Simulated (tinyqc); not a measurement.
Inside a calculation. Method: Pariser-Parr-Pople SCF with singles CI, for the molecule C1=CC=CN=CC=C1 (SMILES; centres numbered as the heavy atoms are written). One step of it, computed by the program tinyqc.

Problem. Singles CI, triplets. Over the 9 single excitations with the smallest orbital gaps: A = (e_a - e_i) delta - (ij|ab), with (pq|rs) = sum c_mp c_mq gamma_mn c_nr c_ns.

orbital energies (eV): -14.964589  -13.175469  -12.569871  -8.938988  -2.681137  1.072048  1.385825  3.211612

coefficients:
```
         MO1        MO2        MO3        MO4        MO5        MO6        MO7        MO8
1C  0.273252   0.548509   0.000000   0.523558   0.000000   0.471607   0.000000  -0.357694
2C  0.273993   0.387798   0.338017   0.035362   0.511226  -0.365735  -0.352693   0.373535
3C  0.322195   0.123463   0.535255  -0.505386  -0.036103  -0.036514   0.460650  -0.352420
4C  0.371100  -0.210786   0.315035  -0.099731  -0.487180   0.417813  -0.404239   0.365157
5N  0.540500  -0.528220   0.000000   0.438935   0.000000  -0.397819   0.000000  -0.279141
6C  0.371100  -0.210786  -0.315035  -0.099731   0.487180   0.417813   0.404239   0.365157
7C  0.322195   0.123463  -0.535255  -0.505386   0.036103  -0.036514  -0.460650  -0.352420
8C  0.273993   0.387798  -0.338017   0.035362  -0.511226  -0.365735   0.352693   0.373535
```

repulsion gamma_rs (eV), lower triangle:
```
           1C         2C         3C         4C         5N         6C         7C         8C
1C  11.130000
2C   7.554751  11.130000
3C   4.978935   7.554751  11.130000
4C   3.979599   4.979854   7.554751  11.130000
5N   3.731454   4.004605   5.028168   7.730149  12.300000
6C   3.979599   3.711960   3.979599   4.979854   7.730149  11.130000
7C   4.978935   3.979599   3.711199   3.979599   5.028168   7.554751  11.130000
8C   7.554751   4.979854   3.979599   3.711960   4.004605   4.979854   7.554751  11.130000
```

Give: triplet CI matrix; triplet excitation energies.

Solution.

triplet CI matrix (eV), lower triangle:
```
        4>5     3>5     4>6     4>7     2>5     4>8    1>5    3>6
4>5   0.456
3>5   0.000   3.932
4>6   0.000  -0.810   4.033
4>7   0.090   0.000   0.000   4.342
2>5  -0.050   0.000   0.000   0.684   4.512
4>8   0.000   0.002   0.113   0.000   0.000   6.135
1>5   0.003   0.000   0.000  -0.037  -0.068   0.000  6.334
3>6  -0.810   0.000   0.000  -0.216   0.354   0.000  1.085  7.920
3>7   0.000   0.067  -0.216   0.000   0.000  -1.258  0.000  0.000

       3>7
3>7  7.684
```

triplet excitation energies (eV): 0.365  3.168  3.695  4.779  5.096  5.434  5.844  8.403  8.564
